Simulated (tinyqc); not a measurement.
# Undoped gate-all-around wire MOSFET, analytic charge model: what changes with what

An undoped round wire of radius R under an insulator shell and a surrounding gate; long channel, electrons only, n = ni exp((psi - V)/Vt) with V the quasi-Fermi potential (0 at the source, Vd at the drain), constant mobility, no quantisation. The radial Poisson equation gives n(r) = n(0)/(1 - (1 - b) r^2/R^2)^2 with b = Q0/(Q + Q0). Q is the electron charge per area of the wire surface.

Inputs (values chosen for the exercise); material values close to those of silicon: temperature T = 273 K; band gap Eg = 1.14 eV; relative permittivity of the semiconductor eps_r = 11.6; conduction-band density of states at T Nc = 2.39e19 cm^-3; valence-band density of states at T Nv = 2.28e19 cm^-3; relative permittivity of the gate insulator eox = 8.74; insulator thickness tox = 7 nm; wire radius R = 4 nm; gate work function less that of the intrinsic body dphi = 0.15 V; channel mobility mu = 130 cm^2/(V s); gate length L = 1 um; drain voltage Vd = 0.5 V.

Constants: q = 1.602176634e-19 C, kB = 1.380649e-23 J/K, Vt = kB T/q, eps0 = 8.8541878128e-14 F/cm where lengths are in cm. Results are converted to the units shown.

Each table varies one quantity; the others keep the values above.

## Transfer curve and volume inversion

ni = sqrt(Nc Nv) exp(-Eg/(2 Vt)), Eg in volts; Cox = eps0 eox/(R ln(1 + tox/R)); Q0 = 4 eps0 eps_r Vt/R; V0 = dphi + Vt ln[8 eps0 eps_r Vt/(q ni R^2)]. Q solves Vg - V0 - V = Q/Cox + Vt ln(Q/Q0) + Vt ln(1 + Q/Q0). I = mu (2 pi R/L)[2 Vt (Qs - Qd) + (Qs^2 - Qd^2)/(2 Cox) + Vt Q0 ln((Qd + Q0)/(Qs + Q0))], with Qs at V = 0 and Qd at V = Vd. The drop is psi(surface) - psi(centre) at the source end; C = dQs/dVg, Cg = Cox, drop = 2 Vt ln(1 + Qs/Q0); gm = dI/dVg.

Transfer curve and volume inversion:

| Vg (V) | Qs (nC/cm^2) | drop (mV) | C/Cg | I (uA) | gm/I (1/V) |
|---|---|---|---|---|---|
| 0.39 | 6.051e-4 | 1.178e-4 | 1.345e-5 | 4.651e-8 | 42.51 |
| 0.5 | 0.06483 | 0.01262 | 0.001439 | 4.988e-6 | 42.47 |
| 0.61 | 5.958 | 1.146 | 0.1145 | 4.939e-4 | 39.42 |
| 0.73 | 96.28 | 15.78 | 0.6248 | 0.01649 | 19.08 |
| 0.84 | 247.5 | 33.18 | 0.7851 | 0.07729 | 10.46 |
| 0.95 | 420.4 | 47.43 | 0.8511 | 0.1969 | 6.976 |
| 1.06 | 603.6 | 58.91 | 0.8867 | 0.3806 | 5.174 |
| 1.18 | 810.0 | 69.20 | 0.9105 | 0.6523 | 3.838 |
| 1.29 | 1003 | 77.13 | 0.9251 | 0.9405 | 2.878 |

Read the table: what changes, and by how much?

The current rises from 4.65e-8 to 0.940 uA. In the first row gm/I is 42.5 1/V, within 0.01 % of 1/Vt: with no depletion charge the whole body follows the gate, and the swing is ideal. The drop between surface and centre goes from 1.2e-4 to 77.1 mV and passes Vt at Vg = 0.84 V among the rows; below that the density varies across the body by less than a factor of e (volume inversion). C reaches 0.93 of Cg in the last row. For Vg = 0.84 to 1.29 V the surface density at the source passes 0.3 Nc, where Boltzmann statistics fail. In every row the body is thin enough for quantum confinement, left out here, to raise the threshold.

## Output curve

Same model as above.

In this table Vg = 1.27 V.

Output curve:

| Vd (V) | Qd (nC/cm^2) | Qd/Qs | I (uA) |
|---|---|---|---|
| 0.12 | 757.88 | 0.78310 | 0.33817 |
| 0.22 | 586.62 | 0.60614 | 0.55770 |
| 0.32 | 420.44 | 0.43442 | 0.72204 |
| 0.42 | 262.61 | 0.27135 | 0.83333 |
| 0.52 | 121.04 | 0.12507 | 0.89537 |
| 0.62 | 21.648 | 0.022368 | 0.91681 |
| 0.72 | 0.53634 | 5.5419e-4 | 0.91891 |
| 0.82 | 0.0077521 | 8.0101e-6 | 0.91895 |
| 0.92 | 1.1052e-4 | 1.1420e-7 | 0.91895 |

Read the table: what changes, and by how much?

The current rises from 0.338 to 0.919 uA, while the charge at the drain end falls from 0.78 to 1.1e-7 of that at the source. The current first comes within 1 % of its last value at Vd = 0.62 V among the rows. Over the last rows Qd falls by a factor of e for each Vt of drain voltage: the drain end is in weak inversion. In every row the surface density at the source passes 0.3 Nc, where Boltzmann statistics fail. In every row the body is thin enough for quantum confinement, left out here, to raise the threshold.

## Effect of the insulator thickness

I = mu (2 pi R/L)[2 Vt (Qs - Qd) + (Qs^2 - Qd^2)/(2 Cox) + Vt Q0 ln((Qd + Q0)/(Qs + Q0))], with Qs at V = 0 and Qd at V = Vd.  I(low) is taken at Vg = 0.44 V, Qs and I(high) at Vg = 1.19 V.

The same in every row: V0 (V) = 0.6934.

Result of one run:

| tox (nm) | I(low) (nA) | Qs(high) (nC/cm^2) | I(high) (uA) |
|---|---|---|---|
| 15 | 3.896e-4 | 557.2 | 0.4662 |

What becomes of these results when the insulator thickness tox is changed from 15 to 7 nm, all else the same?

Result of the changed run:

| tox (nm) | I(low) (nA) | Qs(high) (nC/cm^2) | I(high) (uA) |
|---|---|---|---|
| 7 | 3.896e-4 | 827.4 | 0.6775 |

The whole series:

| tox (nm) | I(low) (nA) | Qs(high) (nC/cm^2) | I(high) (uA) |
|---|---|---|---|
| 2.3 | 3.896e-4 | 1710 | 1.336 |
| 3.4 | 3.896e-4 | 1300 | 1.035 |
| 4.9 | 3.896e-4 | 1025 | 0.8285 |
| 7 | 3.896e-4 | 827.4 | 0.6775 |
| 10 | 3.896e-4 | 680.6 | 0.5634 |
| 15 | 3.896e-4 | 557.2 | 0.4662 |
| 21 | 3.896e-4 | 480.0 | 0.4046 |

As tox goes from 2.3 to 21 nm, I(low) stays near 3.90e-4 nA and I(high) falls from 1.34 to 0.405 uA. On average I(low) is independent of tox and I(high) goes as tox^(-0.54). Below threshold no voltage drops over the insulator in this long-channel model, so its thickness does not matter there. In every row the surface density at the source at the higher gate voltage passes 0.3 Nc, where Boltzmann statistics fail. In every row the body is thin enough for quantum confinement, left out here, to raise the threshold.

Computed by the program tinyqc: `OMP_NUM_THREADS=1 python tinyqc.py 2460096 2460097 out.jsonl`, one thread of a shared Intel Xeon 2.30GHz, about 0.02 s for the whole run.
